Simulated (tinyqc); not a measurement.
Double-gate transistor below threshold, two-dimensional Poisson equation on a small mesh: course of the iteration: over-relaxation sweep (omega = 1.5).

Half of a symmetric double-gate structure: row 0 is the mid-plane of the body, where the normal field vanishes. Mobile charge is neglected (subthreshold), the body is fully depleted, and potentials are counted from the intrinsic level; rows run upward to the gate, columns from source to drain.

Mesh: rows i = 0..2 in the semiconductor (step hs = tb/2, row 2 on the interface), then 2 step(s) ho = tox/2 up to the gate row 4; columns j = 0..5 (step hy = L/5). Box integration, divided by eps0: up_i = eps hy/h of the interval above row i, dn_i = that of the interval below (0 for row 0), lat_i = (sum of eps h/2 over the intervals above and below)/hy, s_i = -q Na w_i hy/eps0 with w_i the semiconductor height of the box (hs/2 for row 0 and the interface row, hs between, 0 in the insulator). Each free node obeys (up + dn + 2 lat) psi = up psi(above) + dn psi(below) + lat [psi(left) + psi(right)] + s.

Free nodes: rows 0..3, columns 1..4, taken row by row from row 0, left to right. t = (up psi(above) + dn psi(below) + lat [psi(left) + psi(right)] + s)/(up + dn + 2 lat), with the newest neighbours; psi(new) = psi + 1.5 (t - psi).

Stop when the largest change of psi is below 1e-7 V, or after 400 iterations. Fixed values: gate row Vg - Vfb; column 0 at Vbi and the last column at Vbi + Vd in the semiconductor, each running linearly to Vg - Vfb across the insulator.

Values chosen for this exercise; semiconductor permittivity made up:
- eps_r = 17.5 (relative permittivity of the semiconductor)
- eox = 9 (relative permittivity of the insulator)
- tb = 4 nm (half the body thickness)
- tox = 3.4 nm (insulator thickness)
- L = 26 nm (channel length)
- Na = 4.6e17 cm^-3 (acceptor density of the depleted body)
- Vbi = 0.57 V (potential of the source)
- Vfb = 0.12 V (gate offset)
- Vg = -0.1 V (gate voltage)
- Vd = 0.5 V (drain voltage)

Constants: q = 1.602176634e-19 C, eps0 = 8.8541878128e-14 F/cm where lengths are in cm. Results are converted to the units shown.

psi at the start (fixed values on the edges, free nodes linear between source and drain columns) (V):
```
,j=0,j=1,j=2,j=3,j=4,j=5
row 0,0.57000,0.67000,0.77000,0.87000,0.97000,1.07000
row 1,0.57000,0.67000,0.77000,0.87000,0.97000,1.07000
row 2,0.57000,0.67000,0.77000,0.87000,0.97000,1.07000
row 3,0.17500,0.22500,0.27500,0.32500,0.37500,0.42500
row 4,-0.22000,-0.22000,-0.22000,-0.22000,-0.22000,-0.22000
```

```
row,up,dn,lat,s (V)
0,45.5,0,3.36538,-0.0432835
1,45.5,45.5,6.73077,-0.0865671
2,27.5294,45.5,4.83654,-0.0432835
3,27.5294,27.5294,2.94231,0
```

Course of the iteration:
```
iteration,"psi at row 0, j = 2 (V)",largest |change| of one entry (V)
1,0.768637,0.326
2,0.765926,0.234
3,0.498618,0.334
4,0.310814,0.227
5,0.199944,0.125
6,0.113972,0.0860
7,0.0678640,0.0461
8,0.0432683,0.0246
9,0.0341015,0.0121
...,...,...
18,0.0339218,1.71e-5
19,0.0339287,6.85e-6
20,0.0339304,2.99e-6
21,0.0339299,8.78e-7
22,0.0339293,8.30e-7
23,0.0339285,8.20e-7
24,0.0339282,4.55e-7
25,0.0339280,1.90e-7
26,0.0339279,9.21e-8
```

Did this iteration meet its convergence test, and what does its course show?

Yes. Converged in 26 iterations. The changes do not fall evenly; from iteration 21 to 26 they shrink by a factor of 1.6 a step on average.

tinyqc, about 0.1 s, one thread, Intel Xeon 2.30GHz (shared host): `OMP_NUM_THREADS=1 python tinyqc.py 2480091 2480092 out.jsonl`
